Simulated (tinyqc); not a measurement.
Which pair of peaks is best: composition and strain of an epitaxial Si(1-x)Ge(x) layer from Raman and X-ray peaks. Computed by tinyqc, a small Python program. Command: `OMP_NUM_THREADS=1 python tinyqc.py 3018556 3018557 out.jsonl epiraman walk`. One thread of a shared host (Intel(R) Xeon(R) Processor @ 2.30GHz), about 0.01 s of CPU time with the checks.

A (001) layer, biaxially strained in the plane. The Raman peaks follow empirical lines omega = w0 + c1 x + c3 x^3 + b eps (c3 for Si-Ge alone), with eps the in-plane strain.

Inputs (values chosen for the exercise, modelled on silicon-germanium): Ge fraction x = 0.57; Si-Si: c1 = -66 1/cm; Si-Si: strain coefficient b = -690 1/cm; Si-Ge: c1 = 23.5 1/cm; Si-Ge: c3 = -33.4 1/cm; Si-Ge: strain coefficient b = -548 1/cm; Ge-Ge: c1 = 20.3 1/cm; Ge-Ge: strain coefficient b = -423 1/cm; uncertainty of a Raman peak = 0.3 1/cm.

Substrate: silicon.

Method. For each pair invert J = [d omega/dx, d omega/d eps] at the true x. Independent errors of the given size in both peaks give sigma_x and sigma_eps = uncertainty x (norm of the rows of the inverse of J).

Error propagation:
```
pair              det J    sigma_x  sigma_eps (per mille)
Si-Si and Si-Ge  29.920  0.0088349                0.66796
Si-Si and Ge-Ge  41.925  0.0057913                0.49411
Si-Ge and Ge-Ge  14.955   0.013887                0.44591
```

What does the comparison show, and why?

The pair Si-Si and Ge-Ge fixes x best (sigma_x = 0.0058) and Si-Ge and Ge-Ge worst (0.014), a factor 2.4. Strain moves all peaks the same way, so a good pair needs different ratios of composition slope to strain coefficient, best of opposite sign; the slopes here are -66, -9.1 and 20.3 per cm for Si-Si, Si-Ge and Ge-Ge. Errors in the coefficients themselves are not counted.

Extremes, crossings and ranges named in words are read from the listed rows.
